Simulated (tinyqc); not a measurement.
Changing the wafer radius R: thermal and gravitational stress in a wafer during furnace and rapid thermal processing, and the onset of slip. Computed by tinyqc, a small Python program. Command: `OMP_NUM_THREADS=1 python tinyqc.py 3000077 3000078 out.jsonl slip sweep`. One thread of a shared host (Intel(R) Xeon(R) Processor @ 2.30GHz), about 0.01 s of CPU time with the checks.

A thin free disc in plane stress, isotropic; T(r) = T_centre + dT (r/R)^n with n = 2. Stress is positive in tension; sigma_SB = 5.670374419e-8 W/(m^2 K^4), g = 9.80665 m/s^2.

Inputs (values chosen for the exercise, modelled on silicon):

| quantity | value | unit |
|---|---|---|
| thickness t | 775 | micrometre |
| Young's modulus E | 145 | GPa |
| Poisson ratio nu | 0.21 | - |
| expansion alpha | 4.29 | 1e-6/K |
| temperature T | 1100 | K |
| prefactor A of the critical stress | 0.00047 | MPa |
| energy U of the critical stress | 0.997 | eV |
| density rho | 2330 | kg/m^3 |
| heat capacity c | 959 | J/(kg K) |
| conductivity k | 27.8 | W/(m K) |
| wafer spacing s | 7.6 | mm |
| ramp rate | 9.2 | K/min |
| radius of the support ring over R | 0.78 | - |

Constants: k_B = 8.617333262e-05 eV/K.

Method:
- Critical resolved stress tau_c = A exp(U/(k_B T)), a form chosen for the exercise; slip when 0.492799 |s_tt(R)| > tau_c; allowed |dT| = tau_c (n + 2)/(0.492799 n alpha E).
- In a stack heated from the rim, heat flows inward by conduction and by radiation between wafers: k_eff = k + (16/3) sigma_SB T^3 s^2/t (a diffusion estimate with the spacing as path length). A steady ramp gives the parabolic lag dT = rho c (ramp) R^2/(4 k_eff); the allowed ramp uses n = 2.
- Own weight q = rho g t on a ring of radius b R, x = r/R: moments of an edge-supported plate, M_r = q R^2 (3 + nu)(1 - x^2)/16 and M_t = q R^2 [(3 + nu) - (1 + 3 nu) x^2]/16, less the uniform moment inside the ring load, q R^2 [(1 - nu)(1 - b^2) - 2 (1 + nu) ln b]/8; stress at the lower face = 6 M/t^2.

One run for each value:

| wafer radius R (mm) | allowed ramp rate (K/min) | lag of the centre (K) | stress at the centre (MPa) |
|---|---|---|---|
| 50.0 | 281.53 | 3.705 | 0.03838 |
| 62.5 | 180.18 | 5.789 | 0.05998 |
| 75.0 | 125.12 | 8.336 | 0.08637 |
| 100.0 | 70.38 | 14.819 | 0.15354 |
| 150.0 | 31.28 | 33.343 | 0.34546 |
| 225.0 | 13.90 | 75.023 | 0.77729 |

Describe and explain the trends.

Over the rows, allowed ramp rate (K/min) falls from 282 to 13.9 (exponent d ln y / d ln x about -2.0 throughout); lag of the centre (K) rises from 3.70 to 75.0 (exponent d ln y / d ln x about 2.0 throughout); stress at the centre (MPa) rises from 0.0384 to 0.777. The exponent of allowed ramp rate stays at -2: diffusion over the radius. The exponent of lag of the centre stays at 2: diffusion over the radius. The thickness is held fixed; lag and sag stress both grow as R^2, which is why larger wafers are thicker and ramped more slowly or heated singly.
